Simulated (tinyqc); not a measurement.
Worked calculation: one-electron ion in a basis of Gaussians. Computed by tinyqc, a small Python program that keeps every step. Settings: Z = 4, l = 0. Command: `OMP_NUM_THREADS=1 python tinyqc.py 30853 30854 out.jsonl` (the two numbers bound the seeds that draw the settings). One thread of a shared host (Intel(R) Xeon(R) Processor @ 2.60GHz), about 0.01 s of CPU time with the checks.

## Matrices over normalised Gaussians

exponents of r^l exp(-a r^2) (1/bohr^2): [2.204000, 3.346000]

Z = 4

l = 0

With p = a_i + a_j and I(k) = Gamma((k+1)/2) / (2 p^((k+1)/2)): S = I(2l+2), T = (2l+3) a_i a_j S / p, V = -Z I(2l+1), each divided by sqrt(S_ii S_jj).

S:
$$\begin{pmatrix}
1.000000 & 0.968074 \\
0.968074 & 1.000000
\end{pmatrix}$$

T (hartree):
$$\begin{pmatrix}
3.306000 & 3.858997 \\
3.858997 & 5.019000
\end{pmatrix}$$

V (hartree):
$$\begin{pmatrix}
-9.476235 & -10.293669 \\
-10.293669 & -11.675971
\end{pmatrix}$$

## Generalised eigenproblem

H = T + V (hartree):
$$\begin{pmatrix}
-6.170235 & -6.434672 \\
-6.434672 & -6.656971
\end{pmatrix}$$

Solve H C = S C e through S^(-1/2); each column has its largest component positive (the first on a tie).

eigenvalues of S: [0.031926, 1.968074]

eigenvalues (hartree): [-6.657175, 0.788752]

coefficients:
$$\begin{pmatrix}
-0.020884 & 3.989355 \\
1.020204 & -3.856757
\end{pmatrix}$$

For Z = 4 and l = 0 the exact lowest level is -Z^2/(2 n^2) with n = l + 1: -8.000000 hartree.
